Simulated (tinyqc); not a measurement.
# Five-frequency model of solute diffusion by vacancies in an fcc metal, step by step

A worked calculation. Computed by tinyqc, a small Python program that keeps every step. Command: `OMP_NUM_THREADS=1 python tinyqc.py 3022821 3022822 out.jsonl fivefreq walk`. One thread of a shared host (Intel(R) Xeon(R) Processor @ 2.30GHz), about 0.08 s of CPU time with the checks. Intermediate numbers are printed to about 5 digits and carried at full precision; extremes and crossings named in words are read from the listed rows.

A vacancy next to the solute exchanges with it (w2), jumps to one of 4 sites that also neighbour the solute (w1) or to one of 7 that do not (w3); w4 is the reverse of w3 and w0 the host jump.

Inputs (values chosen for the exercise, for a model solute in a host close to aluminium):
```
quantity                                      value      unit
barrier E0 (host jump)                        0.573        eV
barrier E1 (vacancy circles the solute)        0.63        eV
barrier E2 (exchange)                         0.399        eV
barrier E3 (dissociation)                     0.685        eV
binding energy E_b (positive for attraction)   0.19        eV
vacancy formation energy E_f                  0.648        eV
formation entropy S_f                           1.5       k_B
attempt frequency nu                            6.6       THz
lattice constant a                             4.05  angstrom
temperature T                                   405         K
```

Constants: k_B = 8.617333262e-05 eV/K.

## Jump rates

w_i = nu exp(-E_i/(k_B T)); detailed balance gives E4 = E3 - E_b.

rates (1/s): w0 4.8887e+05, w1 95475, w2 7.1520e+07, w3 19746, w4 4.5689e+06

## Correlation factor

Manning: with y = w4/w0, 7F = 7 - (10 y^4 + 180.5 y^3 + 927 y^2 + 1341 y)/(2 y^4 + 40.2 y^3 + 254 y^2 + 597 y + 436); f2 = (2 w1 + 7F w3)/(2 w2 + 2 w1 + 7F w3). The mean cosine between successive solute jumps follows from f2 = (1 + c)/(1 - c).

y = w4/w0 = 9.3460

7F = 2.8422

correlation factor f2 = 0.0017243

mean cosine c = -0.99656

The solute exchanges back and forth with the vacancy, so most jumps cancel.

## Diffusivities

c_v = exp(S_f - E_f/(k_B T)); host D0 = a^2 c_v w0 x 0.7815; solute D2 = a^2 c_v exp(E_b/(k_B T)) w2 f2; 1 angstrom^2 = 1e-16 cm^2.

vacancy fraction c_v = 3.8708e-08

host diffusivity D0 = 2.4256e-17 cm^2/s

solute diffusivity D2 = 1.8117e-15 cm^2/s

ratio D2/D0 = 74.690

The ratio splits into binding 231, exchange rate 146 and correlation 0.00221.

## Solute against host over temperature

The formulas are those given above.

Diffusion:
```
T (K)          f2  D0 (cm^2/s)  D2 (cm^2/s)   D2/D0
263    4.1247e-05   1.5178e-25   7.5664e-23  498.50
304    1.7027e-04   2.1718e-22   5.1227e-20  235.87
344    4.9676e-04   4.9039e-20   6.7073e-18  136.78
405    1.7243e-03   2.4256e-17   1.8117e-15   74.69
466    4.3886e-03   2.3645e-15   1.1476e-13   48.53
526    8.9851e-03   7.5862e-14   2.6805e-12   35.33
587    1.6095e-02   1.2466e-12   3.4253e-11   27.48
```

The apparent activation energy of D2 is 1.095 eV between the coldest rows and 1.111 eV between the hottest; without correlation it would be E_f - E_b + E2 = 0.857 eV, and the host has 1.221 eV. At low T f2 is small, w2 cancels from D2, and the easier of circling and escape sets the barrier, near E_f - E_b + min(E1, E3) = 1.088 eV.

Checks made by the program: Manning formula against a solved vacancy walk within 5 nearest-neighbour distances (relative difference 3e-03).
